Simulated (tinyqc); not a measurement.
MOS capacitor on a p-type substrate, surface potential from the exact charge relation: one step of the calculation.

Uniform p-type substrate, Boltzmann statistics, full ionisation, classical densities. psi is the surface potential against the body (positive when the bands bend down) and u = psi/Vt. Traps are spread evenly over the gap and neutral at flat band, so their charge is -q Dit psi; the minority quasi-Fermi level is shifted by Vb.

Problem. Charges, field and capacitances at the solution. ni = sqrt(Nc Nv) exp(-Eg/(2 Vt)), Eg in volts; phiF = Vt ln(N/ni); Cox = eps0 eox/tox; Vfb = phiM - chi - (Eg - Vt ln(Nv/N)) - q Nf/Cox; Q0 = sqrt(2 eps0 eps_r q N Vt); r = (ni/N)^2 exp(-Vb/Vt); VT = Vfb + [(2 phiF + Vb)(1 + q Dit/Cox) + sqrt(2 eps0 eps_r q N (2 phiF + Vb))/Cox].

u = psi/Vt; F^2 = exp(-u) + u - 1 + r (exp(u) - u - 1); Qs = -sign(u) Q0 F; Cs = -dQs/dpsi = (Q0/Vt) |1 - exp(-u) + r (exp(u) - 1)|/(2 F). Low frequency: 1/C_LF = 1/Cox + 1/(Cs + q Dit). High frequency, in the simple estimate in which traps and minority carriers do not follow: 1/C_HF = 1/Cox + 1/Cd, Cd being Cs with r = 0 at the same psi. Minority sheet density N_inv = (Q0/(2 q)) int_0^u r (exp(t) - 1)/F(t) dt for u > 0. Oxide field |Qs - q Dit psi + q Nf|/(eps0 eox).

Values chosen for this exercise; band and dielectric values close to those of 4H silicon carbide:
```
symbol,value,unit,meaning
T,250,K,temperature
Eg,3.26,eV,band gap
eps_r,9.54,,relative permittivity
Nc,1.3e19,cm^-3,conduction-band density of states at T
Nv,1.87e19,cm^-3,valence-band density of states at T
N,1.7e15,cm^-3,acceptor density of the substrate
eox,7.39,,relative permittivity of the gate insulator (close to silicon nitride)
tox,6.6,nm,insulator thickness
Nf,-2.7e11,cm^-2,"fixed charge at the interface, in units of q"
Dit,0,cm^-2 eV^-1,density of interface traps
Vb,0,V,reverse bias of the inversion layer against the body
```

Constants: q = 1.602176634e-19 C, kB = 1.380649e-23 J/K, Vt = kB T/q, eps0 = 8.8541878128e-14 F/cm where lengths are in cm. Results are converted to the units shown.

converged psi = -0.20168602 V

Find: Qs; N_inv; oxide field; Cs; C_LF/Cox; C_HF/Cox.

Solution.

Qs = 339.48 nC/cm^2
N_inv = 0 cm^-2
oxide field = 0.45271 MV/cm
Cs = 7.8853 uF/cm^2
C_LF/Cox = 0.88831
C_HF/Cox = 0.88831

The surface is in accumulation (borders at |psi| = 0, phiF + Vb and 2 phiF + Vb = 2.87 V).

tinyqc, about 0.01 s, one thread, Intel Xeon 2.30GHz (shared host): `OMP_NUM_THREADS=1 python tinyqc.py 2060038 2060039 out.jsonl`
